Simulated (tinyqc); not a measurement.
Transfer-length model of a contact: one step of the calculation.

A metal contact of length d and width W on a thin layer of the same width. The metal has no resistance, the sheet resistance under it equals Rsh, and current enters the layer at the front edge x = 0.

Task. Straight-line fit. Pairs of such contacts at gaps L have R_T = Rsh L/W + 2 Rc. The values of R_T were made from Rsh and rc with a random scatter of 1 % and are treated as data. Least squares: slope = sum (L - mean L)(R_T - mean R_T)/sum (L - mean L)^2, intercept = mean R_T - slope mean L. Rsh = slope W, Rc = intercept/2, and A = Rc/slope is half the distance from the origin to the zero of the line.

Inputs (values chosen for the exercise): contact width W = 9.9 um.

```
gap  L (um)  R_T (ohm)
1      0.13     408.22
2      0.19     431.28
3      0.27     444.58
4       0.4     474.32
5      0.58     520.86
6      0.84     608.45
```

Give: slope; intercept; Rsh; Rc; A.

Result.

slope = 272.5 ohm/um
intercept = 371.8 ohm
Rsh = 2698 ohm/sq
Rc = 185.9 ohm
A = 0.6822 um

Numbers from tinyqc (`OMP_NUM_THREADS=1 python tinyqc.py 2760169 2760170 out.jsonl`; about 0.01 s on one thread of a shared Intel Xeon 2.30GHz).
